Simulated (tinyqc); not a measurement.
Straight dislocations in isotropic elasticity: fields, energies, partials, Peierls stress and walls: one step, computed by the program tinyqc. Command: `OMP_NUM_THREADS=1 python tinyqc.py 3013573 3013574 out.jsonl disloc walk`. One thread of a shared host (Intel(R) Xeon(R) Processor @ 2.30GHz), about 0.01 s of CPU time with the checks.

The line runs along z, the glide plane is y = 0, and beta is the angle between b and the line (0 screw, 90 degrees edge): b_e = b sin(beta) along +x with the extra half plane at y > 0, b_s = b cos(beta). Stress is positive in tension.

Question. Stress at a point. With D = G b_e/(2 pi (1 - nu)), S = G b_s/(2 pi), r^2 = x^2 + y^2: s_xx = -D y (3x^2 + y^2)/r^4, s_yy = D y (x^2 - y^2)/r^4, s_xy = D x (x^2 - y^2)/r^4, s_zz = nu (s_xx + s_yy), s_xz = -S y/r^2, s_yz = S x/r^2. Pressure p = -trace/3.

Inputs (values chosen for the exercise, modelled on germanium): shear modulus G = 56.7 GPa; Poisson ratio nu = 0.198; Burgers vector b = 4 angstrom.

Character: screw.

field point (x, y) (nm): [-4.3, -1.9]

Give: stress; pressure p.

Answer.

stress (MPa), rows x, y, z:
$$\begin{pmatrix}
0.00 & 0.00 & 310.33 \\
0.00 & 0.00 & -702.33 \\
310.33 & -702.33 & 0.00
\end{pmatrix}$$

pressure p = 0 MPa

A screw dislocation has pure shear and no pressure field.
